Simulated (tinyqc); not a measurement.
The phase diagram: regular and subregular solution with a miscibility gap. Computed by tinyqc, a small Python program. Command: `OMP_NUM_THREADS=1 python tinyqc.py 3028959 3028960 out.jsonl regsol walk`. One thread of a shared host (Intel(R) Xeon(R) Processor @ 2.30GHz), about 0.02 s of CPU time with the checks.

Per mole of mixing sites: G(x) = x (1 - x) [L0 + L1 (1 - 2x)] + R T [x ln x + (1 - x) ln(1 - x)], x the fraction of B.

Inputs (values chosen for the exercise, for a model alloy): interaction L0 = 14.9 kJ/mol; size misfit eta = d ln a/dx = 0.03; asymmetry L1 = 0 kJ/mol.

Source of L0: given.

Constants: R = 8.314462618 J/(mol K).

Method:
- L0 and eta are given.
- The spinodal is G'' = 0, R T_s(x) = x (1 - x) [2 L0 + 6 L1 (1 - 2x)]; the critical point is its maximum.
- G' = L0 (1 - 2x) + L1 (1 - 6x + 6x^2) + R T ln[x/(1 - x)]; G'' = -2 L0 - 6 L1 (1 - 2x) + R T/[x (1 - x)].
- Common tangent: F1 = G'(x1) - G'(x2) = 0 and F2 = [G - x G'](x1) - [G - x G'](x2) = 0. Newton step: J = [[G''(x1), -G''(x2)], [-x1 G''(x1), x2 G''(x2)]], J dx = -F; a step that would leave 0 < x < 1 is halved until it stays inside. The start is x1 = s0, x2 = 1 - s0.
- For this table each start is x_s1/6 and 1 - (1 - x_s2)/6. The dilute estimate of x1 is exp(-(L0 + L1)/(R T)).

critical temperature T_c = 896.029 K

critical composition x_c = 0.5

L0 = 14.9 kJ/mol

Binodal and spinodal:
```
T (K)  binodal x1  spinodal x_s1  spinodal x_s2  binodal x2  dilute estimate of x1
358     0.0071447        0.11255        0.88745     0.99286              0.0066993
448      0.021245        0.14644        0.85356     0.97876               0.018313
538      0.046469        0.18394        0.81606     0.95353               0.035759
627      0.085565        0.22603        0.77397     0.91444               0.057375
717       0.14494        0.27650        0.72350     0.85506               0.082136
806       0.23672        0.34151        0.65849     0.76328                0.10824
860       0.32915        0.39974        0.60026     0.67085                0.12446
```

What follows from these numbers?

The dilute estimate is 0.94 of x1 at the lowest T and 0.38 at the highest: it drops the pull of the other solutes and the impurity of the second phase. Near the top the binodal is 1.70 times as wide as the spinodal; the mean-field limit at T_c is sqrt(3) = 1.73.

Extremes, crossings and ranges named in words are read from the listed rows.
